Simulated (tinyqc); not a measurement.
Free and trapped electrons in a MOS channel with a dense trap tail: effect of the acceptor density.

p-type body, charge-sheet picture, full ionisation (an idealisation for deep acceptors), Boltzmann statistics for free electrons. e = Ec - EF at the surface. Acceptor-like traps of density D(E) = D0 + De exp(-E/Ew) at depth E below Ec, from 0 to Eu, hold n_t = integral of D(E)/(1 + exp((e - E)/Vt)). psi = Eg - Vt ln(Nv/Na) - e; N_dep = sqrt(2 eps0 eps_r Na (psi - Vt)/q); n_f = sqrt(N_dep^2 + 2 eps0 eps_r Vt Nc exp(-e/Vt)/q) - N_dep; Vg = Vfb + psi + q (N_dep + n_t + n_f)/Cox, Cox = eps0 eox/tox.

Vfb is held fixed. VT is the Vg for n_f = 1e11 cm^-2; swing ln 10 n_f/(dn_f/dVg) at n_f = 1e8 cm^-2; the last three columns are for Vg = VT + 2.3 V, with free share n_f/(n_f + n_t) and field-effect mobility mf q (dn_f/dVg)/Cox; there EF is near the band edge, where Boltzmann statistics are rough.

Inputs (values chosen for the exercise); band and dielectric values close to those of 4H silicon carbide: temperature T = 250 K; band gap Eg = 3.26 eV; relative permittivity eps_r = 9.6; conduction-band density of states at T Nc = 1.29e19 cm^-3; valence-band density of states at T Nv = 1.87e19 cm^-3; relative permittivity of the insulator eox = 3.9; insulator thickness tox = 29 nm; flat-band voltage without trapped charge Vfb = -2.31 V; constant background density of acceptor-like traps D0 = 1.4e11 cm^-2 eV^-1; density of the tail at the conduction edge De = 5.7e13 cm^-2 eV^-1; decay energy of the tail Ew = 0.06 eV; depth below Ec down to which the traps reach Eu = 0.9 eV; mobility of free electrons mf = 190 cm^2/(V s).

Constants: q = 1.602176634e-19 C, kB = 1.380649e-23 J/K, Vt = kB T/q, eps0 = 8.8541878128e-14 F/cm where lengths are in cm. Results are converted to the units shown.

Result of one run:

| Na (cm^-3) | e at VT (eV) | VT (V) | q n_t/Cox at VT (V) | swing (mV/decade) | n_f (cm^-2) | free share (%) | field-effect mobility (cm^2/(V s)) |
|---|---|---|---|---|---|---|---|
| 2e15 | 0.08387 | 2.662 | 1.521 | 153.9 | 6.325e11 | 21.82 | 80.82 |

What becomes of these results when the acceptor density Na is changed from 2e15 to 5e17 cm^-3, all else the same?

Result of the changed run:

| Na (cm^-3) | e at VT (eV) | VT (V) | q n_t/Cox at VT (V) | swing (mV/decade) | n_f (cm^-2) | free share (%) | field-effect mobility (cm^2/(V s)) |
|---|---|---|---|---|---|---|---|
| 5e17 | 0.02743 | 9.611 | 3.146 | 351.9 | 8.285e11 | 20.30 | 139.7 |

The whole series:

| Na (cm^-3) | e at VT (eV) | VT (V) | q n_t/Cox at VT (V) | swing (mV/decade) | n_f (cm^-2) | free share (%) | field-effect mobility (cm^2/(V s)) |
|---|---|---|---|---|---|---|---|
| 1e15 | 0.08996 | 2.416 | 1.396 | 142.2 | 6.241e11 | 22.26 | 77.97 |
| 2e15 | 0.08387 | 2.662 | 1.521 | 153.9 | 6.325e11 | 21.82 | 80.82 |
| 6e15 | 0.07350 | 3.184 | 1.759 | 176.1 | 6.452e11 | 20.98 | 86.48 |
| 1e16 | 0.06845 | 3.501 | 1.887 | 188.3 | 6.516e11 | 20.55 | 89.72 |
| 3e16 | 0.05725 | 4.408 | 2.195 | 219.9 | 6.701e11 | 19.72 | 98.56 |
| 8e16 | 0.04698 | 5.600 | 2.507 | 255.7 | 7.001e11 | 19.31 | 109.6 |
| 2e17 | 0.03725 | 7.223 | 2.821 | 298.0 | 7.499e11 | 19.47 | 123.5 |
| 5e17 | 0.02743 | 9.611 | 3.146 | 351.9 | 8.285e11 | 20.30 | 139.7 |

As Na goes from 1e15 to 5e17, VT rises from 2.42 to 9.61 V, its part due to traps rises from 1.40 to 3.15 V, the swing rises from 142 to 352 mV/decade and the field-effect mobility rises from 78.0 to 140 cm^2/(V s). Most of the rise of VT is depletion charge; the trap part grows since the same n_f needs EF nearer the band edge at heavier doping. For Na = 2e17, 5e17 e is under 2 Vt already at VT, so VT too is rough.

tinyqc, about 0.02 s, one thread, Intel Xeon 2.30GHz (shared host): `OMP_NUM_THREADS=1 python tinyqc.py 2222091 2222092 out.jsonl`
